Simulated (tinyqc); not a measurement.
# p-type polysilicon, carrier trapping at grain boundaries: effect of the temperature

One-dimensional grains of size Lg, uniform ionised doping N, monovalent traps Qt at each boundary at a depth Et below (for electrons) or above (for holes) the band edge there, abrupt depletion of width W on each side of a boundary, Boltzmann statistics. xi is the distance from the band edge at the grain centre to the Fermi level. Trapped charge Qt/(1 + exp((xi + VB - Et)/Vt)) = 2 N W, barrier VB = q N W^2/(2 eps0 eps_r).

NB is given at 250 K and scales as (T/250 K)^1.5. If the trap equation with xi = Vt ln(NB/N) has a root W < Lg/2, the grain is partly depleted; otherwise W = Lg/2 and the trap equation gives xi = Et - VB + Vt ln(Qt/(N Lg) - 1). N* = Qt/Lg. n0 = NB exp(-xi/Vt); mean density n0 (1 - 2 W/Lg) by charge balance in a partly depleted grain, and n0 (sqrt(pi)/2) erf(u)/u with u = sqrt(VB/Vt) in a fully depleted one; v = sqrt(kB T/(2 pi ms m0)); barrier resistivity Vt exp(VB/Vt)/(q fe n0 v Lg); grain resistivity (1 - 2 W/Lg)/(q n0 mug); effective mobility 1/(q mean density total resistivity). Rows with xi above 0.45 V, towards mid-gap, are left out, since the other carrier type is ignored.

Values chosen for this exercise; values of the order met in polycrystalline silicon: relative permittivity eps_r = 11.7; valence-band density of states at the reference temperature NB = 2.02e19 cm^-3; grain size Lg = 63 nm; trap density of a grain boundary Qt = 2.4e12 cm^-2; depth of the trap level from the majority band edge at the boundary Et = 0.36 eV; mass for thermionic emission ms = 0.53 m0; correction factor of the emission rate fe = 0.5; doping N = 1.9e17 cm^-3.

Constants: q = 1.602176634e-19 C, kB = 1.380649e-23 J/K, m0 = 9.1093837015e-31 kg, Vt = kB T/q, eps0 = 8.8541878128e-14 F/cm where lengths are in cm. Results are converted to the units shown.

The same in every row: N/N* = 0.4988; depleted share 2 W/Lg = 1.000; VB (V) = 0.1458.

Effect of the temperature:

| T (K) | xi (V) | mean density (cm^-3) | resistivity (ohm cm) | effective mobility (cm^2/(V s)) |
|---|---|---|---|---|
| 200 | 0.2143 | 1.753e13 | 9.281e5 | 0.3837 |
| 240 | 0.2143 | 2.003e14 | 2.379e4 | 1.309 |
| 280 | 0.2143 | 1.197e15 | 1697 | 3.074 |
| 320 | 0.2144 | 4.740e15 | 229.9 | 5.727 |
| 360 | 0.2144 | 1.421e16 | 47.92 | 9.169 |
| 400 | 0.2144 | 3.493e16 | 13.51 | 13.22 |
| 440 | 0.2144 | 7.422e16 | 4.754 | 17.69 |

Read the table: what changes, and by how much?

As T goes from 200 to 440, VB stays at 0.146 V, the resistivity falls from 9.28e5 to 4.75 ohm cm and the effective mobility rises from 0.384 to 17.7 cm^2/(V s). The activation energy kB ln(rho1/rho2)/(1/T1 - 1/T2) is 0.379 eV between the first two rows and 0.396 eV between the last two; mug is held fixed.

tinyqc, about 0.01 s, one thread, Intel Xeon 2.30GHz (shared host): `OMP_NUM_THREADS=1 python tinyqc.py 2830273 2830274 out.jsonl`
